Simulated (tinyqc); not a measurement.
n-type polysilicon, carrier trapping at grain boundaries: two steps of the calculation.

One-dimensional grains of size Lg, uniform ionised doping N, monovalent traps Qt at each boundary at a depth Et below (for electrons) or above (for holes) the band edge there, abrupt depletion of width W on each side of a boundary, Boltzmann statistics. xi is the distance from the band edge at the grain centre to the Fermi level. Trapped charge Qt/(1 + exp((xi + VB - Et)/Vt)) = 2 N W, barrier VB = q N W^2/(2 eps0 eps_r).

Inputs (values chosen for the exercise); values of the order met in polycrystalline silicon: temperature T = 350 K; relative permittivity eps_r = 11.7; conduction-band density of states at T NB = 3.53e19 cm^-3; grain size Lg = 46 nm; trap density of a grain boundary Qt = 2.8e12 cm^-2; depth of the trap level from the majority band edge at the boundary Et = 0.45 eV; mass for thermionic emission ms = 0.34 m0; correction factor of the emission rate fe = 0.5; mobility inside the grains mug = 47 cm^2/(V s); doping N = 4.8e17 cm^-3.

Constants: q = 1.602176634e-19 C, kB = 1.380649e-23 J/K, m0 = 9.1093837015e-31 kg, Vt = kB T/q, eps0 = 8.8541878128e-14 F/cm where lengths are in cm. Results are converted to the units shown.

Question 1. Depletion width, Fermi level and barrier. If the trap equation with xi = Vt ln(NB/N) has a root W < Lg/2, the grain is partly depleted; otherwise W = Lg/2 and the trap equation gives xi = Et - VB + Vt ln(Qt/(N Lg) - 1). N* = Qt/Lg.

Find: N*; W; xi; VB; share of traps filled.

Answer 1.

N* = 6.0870e17 cm^-3
W = 23.000 nm
xi = 0.21394 V
VB = 0.19636 V
share of traps filled = 0.78857

N is 0.789 N*, and the grain is fully depleted; VB = 6.51 Vt.

Question 2. Resistivity and effective mobility. n0 = NB exp(-xi/Vt); mean density n0 (1 - 2 W/Lg) by charge balance in a partly depleted grain, and n0 (sqrt(pi)/2) erf(u)/u with u = sqrt(VB/Vt) in a fully depleted one; v = sqrt(kB T/(2 pi ms m0)); barrier resistivity Vt exp(VB/Vt)/(q fe n0 v Lg); grain resistivity (1 - 2 W/Lg)/(q n0 mug); effective mobility 1/(q mean density total resistivity).

W = 23 nm
xi = 0.21394310 V
VB = 0.19635534 V

Wanted: n0; mean density; v; barrier resistivity; grain resistivity; resistivity; effective mobility.

Answer 2.

n0 = 2.9318e16 cm^-3
mean density = 1.0180e16 cm^-3
v = 4.9831e6 cm/s
barrier resistivity = 376.50 ohm cm
grain resistivity = 0.0000 ohm cm
resistivity = 376.50 ohm cm
effective mobility = 1.6285 cm^2/(V s)

The resistivity is 1360 times that of a single crystal with the same N and mobility mug, and the mean density is 2.12 % of N.

Computed by the program tinyqc: `OMP_NUM_THREADS=1 python tinyqc.py 2830213 2830214 out.jsonl`, one thread of a shared Intel Xeon 2.30GHz, about 0.01 s for the whole run.
